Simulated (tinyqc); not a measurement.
## Bandgap voltage reference from two bipolar transistors: effect of the temperature coefficient of both resistors

Two transistors of area 1 and N carry the same current I. Is(T) = Is (T/T0)^eta exp[(Vg0 q/kB)(1/T0 - 1/T)], VBE1 = Vt ln(I/Is(T)) + I rb, VBE2 = Vt ln(I/(N Is(T))) + I rb/N. The amplifier forces I R1(T) = VBE1 - VBE2 + Vos, with R(T) = R (1 + tc (T - T0)) for both resistors, and the output is Vref = VBE1 + I R2(T). Base currents and the Early effect are neglected.

Vt = kB T/q; I = (Vt ln N + Vos)/(R1(T) - rb (1 - 1/N)). Box coefficient: span of Vref between 233 and 398 K over its average over T and over 165 K. The last column is the R2 that gives zero slope at T0.

Parameters, values chosen for the exercise; values of the order met in silicon bipolar transistors: reference temperature T0 = 298 K; band-gap voltage extrapolated to 0 K Vg0 = 1.21 V; temperature exponent of the saturation current eta = 4; saturation current of the unit transistor at T0 Is = 6.1e-18 A; area ratio of the second transistor N = 24; resistor across which the difference of VBE falls, at T0 R1 = 14 kohm; offset of the amplifier Vos = 0 mV; series resistance of the unit transistor rb = 0 ohm; output resistor at T0 R2 = 102.6 kohm.

Constants: q = 1.602176634e-19 C, kB = 1.380649e-23 J/K. Results are converted to the units shown.

Effect of the temperature coefficient of both resistors:

| tc (ppm/K) | I at T0 (uA) | Vref at T0 (V) | slope at T0 (uV/K) | box coefficient (ppm/K) | R2 for zero slope (kohm) |
|---|---|---|---|---|---|
| -2000 | 5.829 | 1.306 | 116.6 | 87.74 | 96.64 |
| -1000 | 5.829 | 1.306 | 90.93 | 63.55 | 97.95 |
| 0 | 5.829 | 1.306 | 65.25 | 41.28 | 99.26 |
| 1000 | 5.829 | 1.306 | 39.57 | 26.35 | 100.6 |
| 2000 | 5.829 | 1.306 | 13.89 | 17.35 | 101.9 |
| 3000 | 5.829 | 1.306 | -11.79 | 29.97 | 103.2 |

As tc goes from -2000 to 3000, Vref stays at 1.306 V and the box coefficient goes from 87.7 through a minimum of 17.3 (at tc = 2000 among the rows listed) to 30.0 ppm/K.

Program tinyqc, `OMP_NUM_THREADS=1 python tinyqc.py 2062089 2062090 out.jsonl`; Intel Xeon 2.30GHz, shared host, one thread, about 0.02 s.
